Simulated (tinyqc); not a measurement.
## Resistance of a source-drain extension with a graded tip: abruptness at a fixed junction position

y runs along the channel, the gate covers y > 0. The doping is N0 for y < y0 and N0 10^(-(y - y0)/la) beyond, uniform over the depth xj. Sheet conductance s(y) = q mu(N) max(N - Nch, 0) xj + (for y > 0) ma Cox Vo, with mu(N) = u0 + (u1 - u0)/(1 + (N/Nr)^au) and Cox = eps0 eox/tox. Current is taken as one-dimensional; depletion of the tip, spreading and the contact are left out. The metallurgical junction lies at yj, where N = Nch.

R_spacer = integral of dy/s from -Ls to 0, R_ov from 0 to yj, R_channel = (Lg - 2 yj)/(ma Cox Vo), R_total = 2 R_spacer + 2 R_ov + R_channel. Electrical length L_eff = ma Cox dR_total/d(1/Vo); R_series = R_total - L_eff/(ma Cox Vo). y0 is moved with la so that yj stays at 7.8824 nm.

Values chosen for this exercise; mobility law close to that of electrons in silicon: relative permittivity of the gate insulator (close to silicon dioxide) eox = 3.9; insulator thickness tox = 2.3 nm; active doping of the extension far from the gate N0 = 6.7e19 cm^-3; depth of the extension xj = 11 nm; channel doping Nch = 7.5e17 cm^-3; spacer length Ls = 17 nm; gate overdrive Vo = 0.69 V; mobility of the gate-induced layer ma = 110 cm^2/(V s); mobility at low doping u1 = 1414 cm^2/(V s); mobility at high doping u0 = 68.5 cm^2/(V s); reference doping Nr = 9.2e16 cm^-3; exponent au = 0.711; gate length Lg = 40 nm.

Constants: q = 1.602176634e-19 C, eps0 = 8.8541878128e-14 F/cm where lengths are in cm. Results are converted to the units shown.

The same in every row: yj (nm) = 7.882; R_channel (ohm um) = 212.7.

Abruptness at a fixed junction position:

| la (nm/decade) | R_spacer (ohm um) | R_ov (ohm um) | R_total (ohm um) | L_eff (nm) | R_series (ohm um) |
|---|---|---|---|---|---|
| 1 | 18.02 | 13.75 | 276.2 | 25.51 | 52.34 |
| 2.3 | 18.02 | 21.92 | 292.6 | 26.93 | 56.24 |
| 3.6 | 18.02 | 30.10 | 308.9 | 28.35 | 60.13 |
| 4.9 | 18.82 | 37.68 | 325.7 | 29.73 | 64.76 |
| 6.1 | 22.63 | 42.69 | 343.3 | 30.84 | 72.72 |
| 7.4 | 30.01 | 46.54 | 365.8 | 31.81 | 86.60 |
| 8.7 | 40.26 | 49.37 | 391.9 | 32.61 | 105.8 |
| 10 | 52.90 | 51.52 | 421.5 | 33.26 | 129.7 |

As la goes from 1 to 10 nm/decade, R_total rises from 276 to 422 ohm um, R_spacer rises from 18.0 to 52.9 ohm um and R_ov rises from 13.7 to 51.5 ohm um. R_total changes on average by 16.1 ohm um for each nm/decade. L_eff exceeds the metallurgical length by 1.28 nm in the first row and 9.02 nm in the last, since the gate also controls the lightly doped tips.

Computed by the program tinyqc: `OMP_NUM_THREADS=1 python tinyqc.py 2282026 2282027 out.jsonl`, one thread of a shared Intel Xeon 2.30GHz, about 0.05 s for the whole run.
